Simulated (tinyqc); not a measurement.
Admittance spectroscopy of a deep trap: one step of the calculation.

Schottky contact on an n-type layer with shallow donors Nd (all ionised) and a donor-like deep trap, neutral when filled and positive when empty; depletion approximation. Traps within lam of the depletion edge stay filled. The traps at xt = W - lam, where the level crosses the Fermi level, follow a slow signal and not a fast one. w = 2 pi f.

Task. Admittance at the signal frequency. Emission rate en = sn vth(T) Nc(T) exp(-Et/kB T) = sn g T^2 exp(-Et/kB T), g = vth Nc/(300 K)^2, as vth goes as T^0.5 and Nc as T^1.5 (degeneracy factor 1). Inflection frequency w0 = 2 en [1 + Nt xt/(Nd W)]; C = C_HF + (C_LF - C_HF)/(1 + (w/w0)^2), G/w = (C_LF - C_HF)(w/w0)/(1 + (w/w0)^2).

Inputs (values chosen for the exercise); material values close to those of silicon: conduction-band density of states at 300 K Nc = 2.77e19 cm^-3; thermal velocity at 300 K vth = 2.3e7 cm/s; shallow donor density Nd = 4.3e16 cm^-3; depth of the trap below the conduction edge Et = 0.17 eV; capture cross-section sn = 3.4e-17 cm^2; trap density Nt = 2.8e16 cm^-3; signal frequency f = 980 Hz; temperature T = 131 K.

Constants: q = 1.602176634e-19 C, kB = 1.380649e-23 J/K. Results are converted to the units shown.

W = 125.39747 nm
xt = 67.124822 nm
C_HF = 84.024687 nF/cm^2
C_LF = 102.87856 nF/cm^2

Wanted: en; w0/(2 pi); C; G/w.

Result.

en = 1191 1/s
w0/(2 pi) = 511.1 Hz
C = 88.06 nF/cm^2
G/w = 7.731 nF/cm^2

The signal lies near the inflection, where the loss is largest.

Program tinyqc, `OMP_NUM_THREADS=1 python tinyqc.py 2050059 2050060 out.jsonl`; Intel Xeon 2.30GHz, shared host, one thread, about 0.01 s.
